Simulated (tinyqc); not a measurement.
## Semiconductor laser, carrier and photon rate equations: effect of the gain coefficient on threshold and bandwidth

Carrier density N and photon density S in one mode: dN/dt = F1 = eta I/(q V) - (A N + B N^2 + C N^3) - vg g S; dS/dt = F2 = G vg g S + G be B N^2 - S/tp, with g = g0 ln(N/Ntr)/(1 + ec S). Output power P = Fo Eph S V/(G tp). No heating, no carrier transport.

gth = 1/(G vg tp), Nth = Ntr exp(gth/g0), Ith = q V (A Nth + B Nth^2 + C Nth^3)/eta. N and S are the steady state (F1 = F2 = 0, S > 0). Jacobian, with a = g0/(N (1 + ec S)) and d = g/(1 + ec S): J11 = -(A + 2 B N + 3 C N^2) - vg a S, J12 = -vg d, J21 = G vg a S + 2 G be B N, J22 = G vg d - 1/tp. wR^2 = det J, gamma = -trace J, fR = wR/(2 pi); the response wR^2/(wR^2 - w^2 + i gamma w) falls to 1/sqrt(2) at w^2 = x + sqrt(x^2 + wR^4), x = wR^2 - gamma^2/2 (f3dB = w/(2 pi)).

Values chosen for this exercise: active volume V = 1.8e-12 cm^3; confinement factor G = 0.042; group velocity vg = 7.89e9 cm/s; transparency density Ntr = 1.8e18 cm^-3; gain compression ec = 5.4e-18 cm^3; photon lifetime tp = 3.2 ps; defect recombination coefficient A = 2e8 1/s; radiative coefficient B = 7.5e-11 cm^3/s; Auger coefficient C = 4.5e-30 cm^6/s; share of spontaneous emission into the mode be = 0.00054; injection efficiency eta = 0.84; share of cavity losses that is output Fo = 0.3; photon energy Eph = 0.95 eV; drive current I = 2.2 mA.

Constants: q = 1.602176634e-19 C. Results are converted to the units shown.

Results:
```
g0 (1/cm)  Ith (mA)   P (mW)  fR (GHz)  gamma (1/ns)  f3dB (GHz)
930          1.1634  0.24726    2.1777        2.6594      3.3610
1500        0.58451  0.38629    4.1788        4.1575      6.4641
2000        0.44935  0.41883    5.4335        5.6449      8.4017
2500        0.38557  0.43419    6.4835        7.2051      10.018
3300        0.33346  0.44673    7.9093        9.7787      12.205
4200        0.30310  0.45403    9.2755        12.733      14.290
```

Estimate the missing row, g0 = 1200 1/cm.

Computed row:
```
g0 (1/cm)  Ith (mA)   P (mW)  fR (GHz)  gamma (1/ns)  f3dB (GHz)
1200        0.76809  0.34211    3.2538        3.3280      5.0319
```

With this row back in the table: As g0 goes from 930 to 4200 1/cm, Ith falls from 1.16 to 0.303 mA, fR rises from 2.18 to 9.28 GHz, gamma rises from 2.66 to 12.7 1/ns and f3dB rises from 3.36 to 14.3 GHz.

tinyqc, about 0.01 s, one thread, Intel Xeon 2.30GHz (shared host): `OMP_NUM_THREADS=1 python tinyqc.py 2840027 2840028 out.jsonl`
